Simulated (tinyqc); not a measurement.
Changing the silane pressure p_S: microkinetic model of low-temperature epitaxy from hydride gases: adsorption, hydrogen desorption and rate control. Computed by tinyqc, a small Python program. Command: `OMP_NUM_THREADS=1 python tinyqc.py 3028805 3028806 out.jsonl hepi sweep`. One thread of a shared host (Intel(R) Xeon(R) Processor @ 2.30GHz), about 0.03 s of CPU time with the checks.

Each hydride molecule needs two free sites and leaves four hydrogen atoms, of which two leave at once as H2; theta is the hydrogen coverage, the site density is 6.78 per nm^2 and one layer is 1.358 angstrom thick.

Inputs (values chosen for the exercise, close to those used for silane and germane on Si(001)):

| quantity | value | unit |
|---|---|---|
| sticking prefactor of silane s0 | 0.014 | - |
| adsorption barrier E_s | 0.21 | eV |
| desorption prefactor nu_d | 5.5e+12 | 1/s |
| desorption energy on silicon E_d | 2.14 | eV |
| hydrogen carrier pressure p_H | 0 | Pa |
| sticking of hydrogen s_H | 2.2e-08 | - |
| temperature T | 760 | C |
| germane pressure p_G | 0.011 | Pa |
| sticking ratio of germane to silane r_G | 2.6 | - |
| lowering of E_d per unit germanium fraction, dE | 0.4 | eV |

Film: silicon-germanium. Order of hydrogen desorption: first.

Constants: k_B = 8.617333262e-05 eV/K; u = 1.6605390666e-27 kg; k_B = 1.380649e-23 J/K.

Method:
- Flux per site F = p/(sqrt(2 pi M k_B T) x 6.78e18 per m^2), M = 32.12 u (silane), 76.63 u (germane), 2.016 u (hydrogen); s = s0 exp(-E_s/(k_B T)); k_S = s F_S, k_G = r_G s F_G; germanium fraction x = k_G/(k_S + k_G); k = k_S + k_G; k_H = s_H F_H; k_d = nu_d exp(-(E_d - dE x)/(k_B T)).
- Temperatures in kelvin are T(C) + 273.15.
- With k the hydride and k_H the hydrogen adsorption rate on free pairs and k_d the desorption rate, steady state: 2 (k + k_H)(1 - theta)^2 = k_d theta; growth rate R = k (1 - theta)^2 layers/s; 1 layer/s = 8.148 nm/min.
- With c = 2 (k + k_H)/k_d the free share is 1 - theta = 2/(1 + sqrt(1 + 4c)).
- X_i = d ln R/d ln k_i at fixed other constants. With f = 1 - theta and a = 2/f + 1/theta: d ln f/d ln k_d = 1/(a f), so X_d = 2/(a f), X_k = 1 - X_d k/(k + k_H), X_H = -X_d k_H/(k + k_H); they sum to 1.

One run for each value:

| silane pressure p_S (Pa) | growth rate G (nm/min) | hydrogen coverage theta | X_d (desorption) |
|---|---|---|---|
| 0.001 | 4.4897e-01 | 7.7564e-06 | 1.5513e-05 |
| 0.003 | 4.9498e-01 | 1.2709e-05 | 2.5417e-05 |
| 0.01 | 6.5597e-01 | 4.3510e-05 | 8.7017e-05 |
| 0.03 | 1.1156e+00 | 2.4632e-04 | 4.9252e-04 |
| 0.1 | 2.7175e+00 | 1.6520e-03 | 3.2985e-03 |
| 0.3 | 7.2279e+00 | 6.8276e-03 | 1.3563e-02 |
| 1 | 2.2267e+01 | 2.5169e-02 | 4.9103e-02 |
| 3 | 5.9874e+01 | 7.1443e-02 | 1.3336e-01 |
| 30 | 2.8883e+02 | 3.5329e-01 | 5.2212e-01 |

Give the missing row, silane pressure p_S (Pa) = 10.

Computed row:
```
silane pressure p_S (Pa)  growth rate G (nm/min)  hydrogen coverage theta  X_d (desorption)
10                                    1.5278e+02               1.8584e-01        3.1343e-01
```

Interpolating between the two neighbouring rows (the first column on a logarithmic scale, the others too where they are positive) misses most in X_d (desorption), by 13 %. Over the rows, growth rate G (nm/min) rises from 0.449 to 289 (exponent d ln y / d ln x 0.089 between the first rows and 0.58 between the last); hydrogen coverage theta rises from 7.76e-6 to 0.353 (exponent d ln y / d ln x 0.45 between the first rows and 0.58 between the last); X_d (desorption) rises from 1.55e-5 to 0.522 (exponent d ln y / d ln x between 0.45 and 1.6).

Caution (rows 0.00100, 0.00300, 0.0100, 0.0300): layer thickness and site density of silicon are kept, and strain and surface segregation of germanium are ignored, which matters at this fraction.

Extremes, crossings and ranges named in words are read from the listed rows.
